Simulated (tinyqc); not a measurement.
Surface orientation and number of bands: six-band hole subbands of a thin body in a field.

Basis X, Y, Z times spin, hole energies counted downwards from the unstrained edge (the hydrostatic shift is left out), c = hbar^2/2m0. For a symmetric tensor T let C(T) have C_XX = L Txx + M (Tyy + Tzz), C_XY = N Txy (cyclic), L = c (g1 + 4 g2), M = c (g1 - 2 g2), N = 6 c g3. k = q + kz n, n the unit normal, q = k1 u + k2 v with u along the channel [1-10] and v = n x u. H = C(k k^T) + (Dso/3)(1 - L.sigma) - B + e F z with (L_k)_ij = -i epsilon_kij; B is the block C built from the traceless strain with 2b, -b and sqrt(3) d in place of L, M, N. Strain: exx = eyy = (s11 + s12) sx/2, ezz = s12 sx, exy = -s44 sx/4. Hard walls at z = 0 and t; basis sin(j pi z/t), j = 1 to Nz: kz^2 = (j pi/t)^2, kz = -i D with D_jl = 4 j l/(t (j^2 - l^2)), z_jj = t/2 and z_jl = -8 t j l/(pi (j^2 - l^2))^2 for j + l odd; 1 MV/cm = 0.01 eV/angstrom.

Nz = 14. E1 is the top subband at q = 0, gap the distance to the next pair, and the masses are c q^2/(E(q) - E1) at |q| = 0.02 1/angstrom (mean of the spin pair) along the channel [1-10] and across it in the plane; a dash marks a band that does not rise.

Constants: hbar^2/2m0 = 3.80998211 eV angstrom^2.

Values chosen for the exercise (near those of a p-type Si channel; the results hold for these values, not for the real material):
- g1 = 4.28 (Luttinger gamma1)
- g2 = 0.34 (gamma2)
- g3 = 1.44 (gamma3)
- Dso = 0.044 eV (spin-orbit splitting)
- b = -2.12 eV (tetragonal potential)
- d = -4.75 eV (trigonal potential)
- S = (7.65, -2.18, 12.79) 1/TPa (compliances s11, s12, s44)
- t = 70 angstrom (body thickness)
- F = 0.8 MV/cm (field across the body)
- sx = 1 GPa (stress along the channel [1-10], negative in compression)

Three faces, six bands; and four bands, with Dso set to 1000 eV.

Cases:

| case |
|---|
| (001) 6 bands |
| (001) 4 bands |
| (110) 6 bands |
| (110) 4 bands |
| (111) 6 bands |
| (111) 4 bands |

Rank the cases by E1 (meV), lowest first.

Answer: (110) 6 bands, (111) 6 bands, (111) 4 bands, (110) 4 bands, (001) 6 bands, (001) 4 bands.

Results:

| case | E1 (meV) | gap (meV) | m channel | m across |
|---|---|---|---|---|
| (001) 6 bands | 215.6 | 32.1 | 2.661 | 0.211 |
| (001) 4 bands | 221.3 | 30.5 | 1.576 | 0.182 |
| (110) 6 bands | 147.1 | 63.8 | 0.117 | 0.279 |
| (110) 4 bands | 188.4 | 75.9 | 0.159 | 0.316 |
| (111) 6 bands | 154.7 | 61.5 | 0.627 | 0.158 |
| (111) 4 bands | 170.2 | 101.5 | 0.213 | 0.180 |

With six bands the top subband is shallowest on (110) (147.1 meV) and deepest on (001). Without the stress E1 would be 223.9, 111.1 and 163.4 meV, so the stress moves it by -8.3, 36.1 and -8.7 meV. The lightest channel mass is on (110) (0.117 m0). Dropping the split-off band moves E1 by 5.6, 41.3 and 15.5 meV and the gap by -1.6, 12.1 and 40.0 meV on the three faces, with Dso = 44 meV.

Run: tinyqc, `OMP_NUM_THREADS=1 python tinyqc.py 1280317 1280318 out.jsonl`; Intel(R) Xeon(R) Processor @ 2.30GHz, one thread, shared host; about 0.5 s of CPU time with all checks.
